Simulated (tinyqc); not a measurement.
What moves the count of states: density of states of one tight-binding band on the triangular lattice.

E(k) = -2 t (cos 2 pi k1 + cos 2 pi k2 + cos 2 pi (k1 + k2)); k in fractions of the reciprocal vectors, mesh k_i = j/N with j = 0 .. N-1. Densities are per cell and per spin, so the band holds one state.

Each cell of the mesh is cut along (i+1, j)-(i, j+1) into two triangles. For corner energies e1 <= e2 <= e3 and eij = ei - ej, the share of the triangle below E is n = (E - e1)^2/(e21 e31) for e1 < E < e2 and n = 1 - (e3 - E)^2/(e31 e32) for e2 < E < e3; its density of states is g = dn/dE.

Gaussian broadening: g(E) = mean over the mesh of exp(-(E - E_k)^2/(2 sigma^2))/(sigma sqrt(2 pi)), n(E) = mean of erfc((E_k - E)/(sigma sqrt 2))/2.

Parameters, chosen for this exercise: t = 0.99 eV (nearest hopping); E = -3.97 eV (energy at which the density is wanted); sigma = 0.198 eV (Gaussian width).

Linear method and Gaussian sum with N = 48.

One parameter was then changed.

Results before and after:

| case | n linear | g linear (1/eV) | n Gaussian | g Gaussian (1/eV) |
|---|---|---|---|---|
| base | 0.0999 | 0.0559 | 0.1003 | 0.0561 |
| changed | 0.1205 | 0.0530 | 0.1209 | 0.0537 |

Which of these changes was made? (a) sigma = 0.396 eV; (b) E = -3.871 eV; (c) t = 1.089 eV.
Answer: (c) t = 1.089 eV. Of the candidates, run in turn, only this one gives the changed row.

All candidates:

| case | n linear | g linear (1/eV) | n Gaussian | g Gaussian (1/eV) |
|---|---|---|---|---|
| base | 0.0999 | 0.0559 | 0.1003 | 0.0561 |
| t = 1.089 eV | 0.1205 | 0.0530 | 0.1209 | 0.0537 |
| E = -3.871 eV | 0.1054 | 0.0565 | 0.1059 | 0.0564 |
| sigma = 0.396 eV | 0.0999 | 0.0559 | 0.1006 | 0.0561 |

(tinyqc, `OMP_NUM_THREADS=1 python tinyqc.py 1682337 1682338 out.jsonl`, Intel(R) Xeon(R) Processor @ 2.30GHz, 1 thread, shared host, about 0.08 s.)
